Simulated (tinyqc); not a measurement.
Field emission through a triangular barrier, exact transmission by Airy functions: two steps of the calculation.

The left lead has its band edge at 0; for x > 0 the edge falls without end, U(x) = U0 - F x, with mass m1. No transverse momentum; C = hbar^2/(2 m0); psi and psi'/m are continuous at x = 0. The outgoing solution is Bi(z) + i Ai(z).

Inputs (values chosen for the exercise); U0 - E and the mass are of the order of those of hafnium oxide on silicon:
```
symbol,value,unit,meaning
mL,0.71,m0,mass in the left lead
U0,1.87,eV,barrier edge at x = 0
m1,0.21,m0,mass in the barrier
E,0.44,eV,electron energy
F,0.51,V/nm,field in the barrier
```

Constants: q = 1.602176634e-19 C, hbar = 1.054571817e-34 J s, m0 = 9.1093837015e-31 kg, hbar^2/(2 m0) = 0.0380998212 eV nm^2. Results are converted to the units shown.

Question 1. Scaled variables. Energy scale e = (C F^2/m1)^(1/3), z(x) = (U(x) - E)/e, s = (dz/dx)/m1 = -F/(e m1); v = k/m in a lead. vL = sqrt(mL E/C)/mL.

Wanted: e; z(0); s; vL; turning point (U0 - E)/F.

Answer 1.

e = 0.36137 eV
z(0) = 3.9572
s = -6.7205 1/nm
vL = 4.0331 1/nm
turning point (U0 - E)/F = 2.8039 nm

Question 2. Transmission, exact and WKB. With the Airy functions at z = z(0): g = s (Bi' + i Ai')/(Bi + i Ai), r = (i vL - g)/(i vL + g), T(E) = 1 - |r|^2 = 4 vL Im(g)/|i vL + g|^2, vL = sqrt(mL E/C)/mL. Im(g) = -s/(pi (Ai^2 + Bi^2)) by the Wronskian. WKB: exp(-S), S = (4/(3 F)) sqrt(m1/C) [max(U0 - E, 0)^1.5].

Airy functions: Ai 0.0010389707, Ai' -0.0021280015, Bi 77.214520, Bi' 148.22099
s = -6.7205201 1/nm
vL = 4.0330694 1/nm

Find: Re g; Im g; T(E); exp(-S).

Answer 2.

Re g = -12.901 1/nm
Im g = 3.5880e-4 1/nm
T(E) = 3.1683e-5
exp(-S) = 2.7649e-5

Range of the model: Masses are held fixed, although real bands cease to be parabolic a few tenths of an eV from their edges.

Numbers from tinyqc (`OMP_NUM_THREADS=1 python tinyqc.py 2580019 2580020 out.jsonl`; about 0.01 s on one thread of a shared Intel Xeon 2.30GHz).
